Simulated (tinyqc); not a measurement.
# Read current of a NAND string, cells in series solved by shooting, step by step

Computed by the program tinyqc: `OMP_NUM_THREADS=1 python tinyqc.py 2142115 2142116 out.jsonl`, one thread of a shared Intel Xeon 2.30GHz, about 0.9 s for the whole run. Printed values are rounded.

Cells in series, numbered from 0 at the source line (0 V) to the bit line, each followed by a gap resistance Rg. A cell with gate Vg, threshold VT, source Vs and drain Vd passes I = 2 nf K Vt^2 [F(Vs) - F(Vd)]/(1 + th max(Vg - VT, 0)), F(V) = ln^2(1 + exp((Vg - VT - nf V)/(2 nf Vt))). The selected cell has Vg = Vr, the others Vg = Vp.

Values chosen for this exercise; values of the order met in vertical NAND strings:
```
symbol  value    unit                                 meaning
T         300       K                             temperature
K          20  uA/V^2                   gain factor of a cell
nf        1.7                                    slope factor
th       0.07     1/V               mobility reduction factor
Rg        1.2    kohm     resistance of the gap between cells
Vbl       0.3       V                        bit-line voltage
Vp        7.9       V                            pass voltage
Vr       4.02       V  read voltage on the selected word line
```

Constants: q = 1.602176634e-19 C, kB = 1.380649e-23 J/K, Vt = kB T/q. Results are converted to the units shown.

## Step 1: node voltages for a trial current

first trial current = 2 uA
thresholds from the source end, cell 0 to 4 (V): [3.3, -2.4, 3.3, 3.3, 2.1]

For a trial current I start at 0 V and, cell by cell (the selected one is cell 4), solve for the drain: sqrt(F(Vd)) = sqrt(F(Vs) - I/k), k = 2 nf K Vt^2/(1 + th max(Vg - VT, 0)), Vd = [Vg - VT - 2 nf Vt ln(exp(sqrt F) - 1)]/nf, then add I Rg.

node voltage after each cell and gap, trial 1, cell 0 to 4 (V): [0.03129339, 0.05051234, 0.08236147, 0.1145722, 0.1850063]

## Step 2: node voltages for a trial current

second trial current = 2.8 uA

As before.

node voltage after each cell and gap, trial 2, cell 0 to 4 (V): [0.04389845, 0.07086774, 0.1158737, 0.1616153, 0.2668690]

## Course of the secant iteration

Secant steps on the end voltage less Vbl, from the two trials; a trial above the saturation current of a cell has no solution and is moved halfway to the previous trial. Stop below 1e-9 V.

Course of the iteration:
```
iteration    I (uA)  end voltage - Vbl (V)  halvings
1          3.123772                1.72e-3         0
2          3.107795               -2.63e-5         0
3          3.108036               -2.11e-8         0
4          3.108036               2.60e-13         0
```

Converged in 4 iterations to I = 3.1080 uA. The selected cell takes 38.8 % of the bit-line voltage and the gaps together 6.22 %.
